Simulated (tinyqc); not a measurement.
The basis set: RHF and MP2 along a ladder of basis sets, for H6, spin multiplicity 1. Computed by the program tinyqc with PySCF. Same geometry throughout; the dipole is taken about the origin.

Geometry (angstrom):
```
atom       x       y       z
H     0.0000  0.0000  0.0000
H     0.0000  0.0000  0.7140
H     0.0000  0.0000  1.6290
H     0.0000  0.0000  2.3430
H     0.0000  0.0000  3.2580
H     0.0000  0.0000  3.9710
```

RHF and frozen-core MP2 in a ladder of bases:
```
basis        functions  E(RHF) (hartree)  E(MP2 corr) (hartree)  HOMO (eV)  LUMO (eV)  dipole (debye)
sto-3g               6          -3.20219               -0.03986    -11.032     12.248        1.33e-03
3-21g               12          -3.24489               -0.05624    -11.557      6.342        2.66e-03
6-31g               12          -3.25594               -0.05625    -11.637      5.951        2.81e-03
6-31g**             30          -3.26493               -0.09195    -11.666      5.900        2.85e-03
cc-pvdz             30          -3.25310               -0.09277    -11.610      5.118        2.98e-03
aug-cc-pvdz         54          -3.25491               -0.09748    -11.641      1.490        3.05e-03
cc-pvtz             84          -3.26989               -0.11153    -11.668      4.391        3.04e-03
```

What does the comparison show, and why?

From cc-pVDZ to cc-pVTZ the RHF energy falls by 16.8 mhartree and the correlation energy by 18.8. If valence correlation converges as X^-3, (27 E(T) - 8 E(D))/19 gives -0.1194 hartree, a rough estimate from such small X that usually falls short; STO-3G holds about 33 % of it. Beyond STO-3G the LUMO moves by 4.9 eV and the HOMO by 0.1 eV; diffuse functions lower the positive LUMO sharply, since an unbound virtual level tracks the most diffuse function.
